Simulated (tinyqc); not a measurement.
Inside a calculation. Model: thin film between two gates, subbands and threshold shift from confinement.

Computed by the program tinyqc: `OMP_NUM_THREADS=1 python tinyqc.py 2350154 2350155 out.jsonl`, one thread of a shared Intel Xeon 2.30GHz, about 0.1 s for the whole run. Printed values are rounded.

Undoped body with a flat potential across it, hard walls, transport along x. Three valley pairs (g = 2 each) with the longitudinal mass along x, y or z. Non-parabolicity enters the subband edges through E (1 + al E) = gamma, so E = 2 gamma/(1 + sqrt(1 + 4 al gamma)); motion within a subband is taken as parabolic with the band-edge mass. Energies are counted from the bulk band edge.

Parameters, values chosen for the exercise; masses close to those of silicon:

| symbol | value | unit | meaning |
|---|---|---|---|
| T | 200 | K | temperature |
| ml | 0.931 | m0 | longitudinal mass |
| mt | 0.192 | m0 | transverse mass |
| al | 0 | 1/eV | non-parabolicity |
| t | 9.3 | nm | film thickness (along z) |
| dl | 0 | nm | widening of the box by penetration into the insulator |

Constants: q = 1.602176634e-19 C, kB = 1.380649e-23 J/K, hbar = 1.054571817e-34 J s, m0 = 9.1093837015e-31 kg, Vt = kB T/q, hbar^2/(2 m0) = 0.0380998212 eV nm^2. Results are converted to the units shown.

## Lowest subbands

gamma = C (pi k/(t + dl))^2/mz, C = hbar^2/(2 m0). List the 6 lowest, labelled by valley axis and quantum numbers, with degeneracy g and N_k: N_k = g sqrt(mx my) m0 kB T/(pi hbar^2).

```
subband    E_k (eV)  g  N_k (cm^-2)
z1       0.00466989  2   2.76459e12
z2        0.0186796  2   2.76459e12
x1        0.0226441  2   6.08773e12
y1        0.0226441  2   6.08773e12
z3        0.0420291  2   2.76459e12
z4        0.0747183  2   2.76459e12
```

## Threshold shift

Each subband has N_k = g sqrt(mx my) m0 kB T/(pi hbar^2); without degeneracy n = exp(EF/Vt) sum N_k exp(-E_k/Vt). Classical value Nc times t, Nc = sum over valleys of 2 g (m m0 kB T/(2 pi hbar^2))^1.5 with m = (mx my mz)^(1/3). Threshold shift dVT = Vt ln(classical value/sum N_k exp(-E_k/Vt)). Use the subbands listed.

shares, subband z1 to z4 (%): 31.9764  14.1841  24.8155  24.8155  3.6595  0.5491
sum N_k exp(-E_k/Vt) = 6.59365e12 cm^-2
Nc = 1.51832e19 cm^-3
classical value = 1.41203e13 cm^-2
dVT = 13.1244 mV

With all subbands dVT = 12.95 mV. The lowest edge lies at 4.67 meV; dVT is larger than that, since sum N_k exp(-(E_k - E_1)/Vt) falls short of the classical value.
